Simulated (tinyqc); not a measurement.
Free and nearly free electrons in a metal: sweeps and comparisons. A value that a table varies takes the place of the one given here.

The cubic cell holds 4 atoms: n = 4 z/a^3, kF = (3 pi^2 n)^(1/3), EF = c kF^2/m, vF = 2 c kF/(m hbar), c = hbar^2/2m0; rs = (3/(4 pi n))^(1/3)/a0; D(EF) = 3 n/(2 EF).

Two plane waves k and k - G, G = (111) (2 pi/a): H = [[c k^2/m, V], [V, c (k - G)^2/m]] with c = hbar^2/2m0.

Square wire of width w with grain size w: rho/rho0 = 1/(1 - 3 al/2 + 3 al^2 - 3 al^3 ln(1 + 1/al)) + (3/4) (1 - p) l/w, with al = (l/w) Rg/(1 - Rg) (Mayadas-Shatzkes plus the thick-wire form of Fuchs-Sondheimer); l = hbar kF/(n e^2 rho), e = 1.602176634e-19 C.

Constants: hbar^2/2m0 = 3.80998211 eV angstrom^2; hbar = 6.58211957e-16 eV s; a0 (Bohr radius) = 0.5291772105 angstrom.

Parameters, chosen for this exercise (near those of Au, whose d bands this model ignores; not measured data):
- a = 4.069 angstrom (fcc lattice constant)
- z = 1 (free electrons an atom)
- m = 1 m0 (mass)
- rho = 2.29 micro-ohm cm (bulk resistivity)
- p = 0.5 (specularity of the surfaces)
- Rg = 0.42 (reflection at grain boundaries)
- w = 20 nm (wire width)

## When the Fermi surface touches the face

On the face the lower band is E = c (G^2/4 + q^2)/m - V, q along the face. EF is held at its free value. A neck opens where EF > c G^2/(4m) - V, with radius q; the second band fills where EF > c G^2/(4m) + V.

Necks:
```
V (eV)  lower band at the face centre (eV)  neck radius (1/angstrom)  radius/kF
0.2                                  6.613                         -          -
0.5                                  6.313                         -          -
0.8                                  6.013                         -          -
1.1                                  5.713                         -          -
1.4                                  5.413                    0.1891      0.157
1.8                                  5.013                    0.3752      0.311
2.2                                  4.613                    0.4957      0.411
2.6                                  4.213                    0.5922      0.491
```

EF = 5.550 eV
c G^2/(4m) = 6.813 eV

Contact needs V > 1.264 eV. It is first met at V = 1.4 eV of those listed, and the radius then grows as the square root of the excess, to 0.491 kF at 2.6 eV. EF is held at its free value here; a count of states lowers it as V grows, strongly for V of an eV or more, so the threshold is a lower bound, the radii are upper bounds, and some necks may vanish.

## Resistivity of narrow wires

Wires:
```
w (nm)     al  grain term (factor - 1)  surface term  rho (micro-ohm cm)
200     0.132                    0.191         0.068                2.88
100     0.264                    0.376         0.137                3.46
50      0.528                    0.739         0.273                4.61
30      0.880                    1.216         0.456                6.12
20      1.320                    1.809         0.684                8.00
14      1.886                    2.567         0.977               10.41
10      2.641                    3.577         1.367               13.61
7       3.772                    5.088         1.954               18.42
```

l = 36.47 nm

At 7 nm the resistivity is 8.04 times the bulk value; grain boundaries add more (5.09 from grains, 1.95 from surfaces). It passes twice the bulk value between 100 and 50 nm. The surface formula is meant for w above l = 36 nm, so the rows below that are rough.

## What sets the wire resistivity

All results formed anew. Each row changes one parameter from the base and keeps the others.

Results:
```
case                      EF (eV)  l (nm)  wire rho (micro-ohm cm)
base                        5.550   36.47                    7.998
a = 4.191 angstrom          5.231   38.69                    8.340
m = 1.2 m0                  4.625   36.47                    7.998
rho = 2.748 micro-ohm cm    5.550   30.39                    8.471
p = 0.8                     5.550   36.47                    7.058
Rg = 0.294                  5.550   36.47                    6.267
w = 14 nm                   5.550   36.47                   10.406
```

The largest shifts from the base row, up to three for each result and ties (the steps differ in size, so this ranks the rows, not the parameters). EF (eV): m -0.925, a -0.318; unchanged at the printed digits by rho, p, Rg and w. l (nm): rho -6.08, a +2.22; unchanged at the printed digits by m, p, Rg and w. wire rho (micro-ohm cm): w +2.408, Rg -1.731, p -0.939; unchanged at the printed digits by m. The mass drops out of l at given rho, because vF falls and tau rises by the same factor.

Run: tinyqc, `OMP_NUM_THREADS=1 python tinyqc.py 1682233 1682234 out.jsonl`; Intel(R) Xeon(R) Processor @ 2.30GHz, one thread, shared host; about 0.01 s of CPU time with all checks.
